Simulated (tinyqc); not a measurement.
Hexagonal on-chip spiral inductor, lumped pi model: two steps of the calculation.

Outer diameter do = di + 2 n wd + 2 (n - 1) sp, mean da = (do + di)/2, fill p = (do - di)/(do + di), length l = 3.464 n da. L = 2.33 mu0 n^2 da/(1 + 3.82 p), mu0 = 4 pi 1e-7 H/m. Rs = rho l/(wd delta (1 - exp(-th/delta))), delta = sqrt(rho/(pi f mu0)). Cs = n wd^2 eps0 eo/hu across the coil. At each end Cox = l wd eps0 eo/(2 ho) leads to the substrate branch Rsi = 2 rs he/(l wd) in parallel with Csi = l wd eps0 11.7/(2 he). With one end grounded Y = 1/(Rs + i w L) + i w Cs + 1/[1/(i w Cox) + 1/(1/Rsi + i w Csi)], w = 2 pi f; Q = -Im Y/Re Y. Eddy currents in neighbouring turns and in the substrate are left out.

Parameters, values chosen for the exercise; values of the order met in silicon radio-frequency processes:
- n = 2.5 (number of turns)
- wd = 20 um (line width)
- sp = 2 um (space between turns)
- di = 40 um (inner diameter)
- th = 4 um (metal thickness)
- rho = 3 uohm cm (metal resistivity)
- ho = 8.3 um (oxide below the coil)
- hu = 1 um (oxide between coil and underpass)
- eo = 4.1 (relative permittivity of the oxide)
- rs = 1 ohm cm (substrate resistivity)
- he = 50 um (effective spreading depth in the substrate)
- f = 4 GHz (frequency)

Constants: eps0 = 8.8541878128e-12 F/m. Results are converted to the units shown.

Problem 1. Geometry and model elements. do, l, L, delta, Rs, Cs, Cox, Rsi and Csi as defined.

Give: do; l; L; delta; Rs; Cs; Cox; Rsi; Csi.

Solution 1.

do = 146.00 um
l = 805.38 um
L = 0.53569 nH
delta = 1.3783 um
Rs = 0.92740 ohm
Cs = 36.302 fF
Cox = 35.225 fF
Rsi = 62.082 ohm
Csi = 16.687 fF

Problem 2. Admittance, quality factor and apparent inductance. Series branch 1/(Rs + i w L), substrate branch, total Y, Q = -Im Y/Re Y, apparent inductance Im(1/Y)/w, metal-only value w L/Rs, share of the loss in the substrate Re(substrate branch)/Re Y.

L = 0.53568934 nH
Rs = 0.92740127 ohm
Cs = 36.302170 fF
Cox = 35.225351 fF
Rsi = 62.082495 ohm
Csi = 16.686507 fF

Give: series branch; substrate branch; Y; Q; apparent inductance; w L/Rs; share of the loss in the substrate.

Solution 2.

series branch = 5.092-73.925i mS
substrate branch = 0.04834+0.88139i mS
Y = 5.141-72.131i mS
Q = 14.032
apparent inductance = 0.54883 nH
w L/Rs = 14.517
share of the loss in the substrate = 0.94039 %

Q is 96.7 % of the metal-only value.

Program tinyqc, `OMP_NUM_THREADS=1 python tinyqc.py 2302213 2302214 out.jsonl`; Intel Xeon 2.30GHz, shared host, one thread, about 0.01 s.
